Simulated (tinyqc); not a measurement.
Empirical pseudopotential in a few plane waves, step by step. One step of it, computed by the program tinyqc.

Problem. Levels at k. Diagonalise the Hermitian matrix.

H(k) at k (eV):
```
                     +0+0+0               -1-1-1               -1-1+1               -1+1-1
+0+0+0             2.874501   2.289721+1.144861i  -2.289721+1.144861i  -2.289721+1.144861i
-1-1-1   2.289721-1.144861i             6.447920   0.000000-0.571439i   0.000000-0.571439i
-1-1+1  -2.289721-1.144861i   0.000000+0.571439i            18.429386             0.761919
-1+1-1  -2.289721-1.144861i   0.000000+0.571439i             0.761919             9.390736
-1+1+1  -2.289721+1.144861i            -0.761919   0.000000+0.571439i   0.000000+0.571439i
+1-1-1  -2.289721-1.144861i   0.000000+0.571439i             0.761919             0.761919
+1-1+1  -2.289721+1.144861i            -0.761919   0.000000+0.571439i             0.000000
+1+1-1  -2.289721+1.144861i            -0.761919             0.000000   0.000000+0.571439i
+1+1+1   2.289721+1.144861i             0.000000            -0.761919            -0.761919
-2+0+0   0.000000-0.571439i  -2.289721+1.144861i  -2.289721-1.144861i  -2.289721-1.144861i
+0-2+0   0.000000-0.571439i  -2.289721+1.144861i  -2.289721-1.144861i   0.404068-0.307862i
+0+0-2   0.000000-0.571439i  -2.289721+1.144861i   0.404068-0.307862i  -2.289721-1.144861i
+0+0+2   0.000000+0.571439i  -0.404068-0.307862i   2.289721+1.144861i  -0.404068+0.307862i
+0+2+0   0.000000+0.571439i  -0.404068-0.307862i  -0.404068+0.307862i   2.289721+1.144861i
+2+0+0   0.000000+0.571439i  -0.404068-0.307862i  -0.404068+0.307862i  -0.404068+0.307862i

                     -1+1+1               +1-1-1               +1-1+1               +1+1-1
+0+0+0  -2.289721-1.144861i  -2.289721+1.144861i  -2.289721-1.144861i  -2.289721-1.144861i
-1-1-1            -0.761919   0.000000-0.571439i            -0.761919            -0.761919
-1-1+1   0.000000-0.571439i             0.761919   0.000000-0.571439i             0.000000
-1+1-1   0.000000-0.571439i             0.761919             0.000000   0.000000-0.571439i
-1+1+1            21.372202             0.000000             0.761919             0.761919
+1-1-1             0.000000            15.906972   0.000000-0.571439i   0.000000-0.571439i
+1-1+1             0.761919   0.000000+0.571439i            27.888438             0.761919
+1+1-1             0.761919   0.000000+0.571439i             0.761919            18.849788
+1+1+1   0.000000+0.571439i            -0.761919   0.000000+0.571439i   0.000000+0.571439i
-2+0+0   2.289721-1.144861i   0.404068-0.307862i  -0.404068-0.307862i  -0.404068-0.307862i
+0-2+0  -0.404068-0.307862i  -2.289721-1.144861i   2.289721-1.144861i  -0.404068-0.307862i
+0+0-2  -0.404068-0.307862i  -2.289721-1.144861i  -0.404068-0.307862i   2.289721-1.144861i
+0+0+2  -2.289721+1.144861i  -0.404068+0.307862i  -2.289721+1.144861i   0.404068+0.307862i
+0+2+0  -2.289721+1.144861i  -0.404068+0.307862i   0.404068+0.307862i  -2.289721+1.144861i
+2+0+0   0.404068+0.307862i   2.289721+1.144861i  -2.289721+1.144861i  -2.289721+1.144861i

                     +1+1+1               -2+0+0               +0-2+0               +0+0-2
+0+0+0   2.289721-1.144861i   0.000000+0.571439i   0.000000+0.571439i   0.000000+0.571439i
-1-1-1             0.000000  -2.289721-1.144861i  -2.289721-1.144861i  -2.289721-1.144861i
-1-1+1            -0.761919  -2.289721+1.144861i  -2.289721+1.144861i   0.404068+0.307862i
-1+1-1            -0.761919  -2.289721+1.144861i   0.404068+0.307862i  -2.289721+1.144861i
-1+1+1   0.000000-0.571439i   2.289721+1.144861i  -0.404068+0.307862i  -0.404068+0.307862i
+1-1-1            -0.761919   0.404068+0.307862i  -2.289721+1.144861i  -2.289721+1.144861i
+1-1+1   0.000000-0.571439i  -0.404068+0.307862i   2.289721+1.144861i  -0.404068+0.307862i
+1+1-1   0.000000-0.571439i  -0.404068+0.307862i  -0.404068+0.307862i   2.289721+1.144861i
+1+1+1            30.831254  -0.404068-0.307862i  -0.404068-0.307862i  -0.404068-0.307862i
-2+0+0  -0.404068+0.307862i            14.435564             0.761919             0.761919
+0-2+0  -0.404068+0.307862i             0.761919            20.951800             0.761919
+0+0-2  -0.404068+0.307862i             0.761919             0.761919            11.913150
+0+0+2  -2.289721-1.144861i            -0.761919            -0.761919             0.000000
+0+2+0  -2.289721-1.144861i            -0.761919             0.000000            -0.761919
+2+0+0  -2.289721-1.144861i             0.000000            -0.761919            -0.761919

                     +0+0+2               +0+2+0               +2+0+0
+0+0+0   0.000000-0.571439i   0.000000-0.571439i   0.000000-0.571439i
-1-1-1  -0.404068+0.307862i  -0.404068+0.307862i  -0.404068+0.307862i
-1-1+1   2.289721-1.144861i  -0.404068-0.307862i  -0.404068-0.307862i
-1+1-1  -0.404068-0.307862i   2.289721-1.144861i  -0.404068-0.307862i
-1+1+1  -2.289721-1.144861i  -2.289721-1.144861i   0.404068-0.307862i
+1-1-1  -0.404068-0.307862i  -0.404068-0.307862i   2.289721-1.144861i
+1-1+1  -2.289721-1.144861i   0.404068-0.307862i  -2.289721-1.144861i
+1+1-1   0.404068-0.307862i  -2.289721-1.144861i  -2.289721-1.144861i
+1+1+1  -2.289721+1.144861i  -2.289721+1.144861i  -2.289721+1.144861i
-2+0+0            -0.761919            -0.761919             0.000000
+0-2+0            -0.761919             0.000000            -0.761919
+0+0-2             0.000000            -0.761919            -0.761919
+0+0+2            35.876081             0.761919             0.761919
+0+2+0             0.761919            26.837432             0.761919
+2+0+0             0.761919             0.761919            33.353667
```

Give: eigenvalues.

Solution.

eigenvalues (eV): -1.524  5.499  8.174  9.893  14.752  16.167  17.771  18.848  20.915  23.759  26.443  28.453  31.682  34.747  39.781
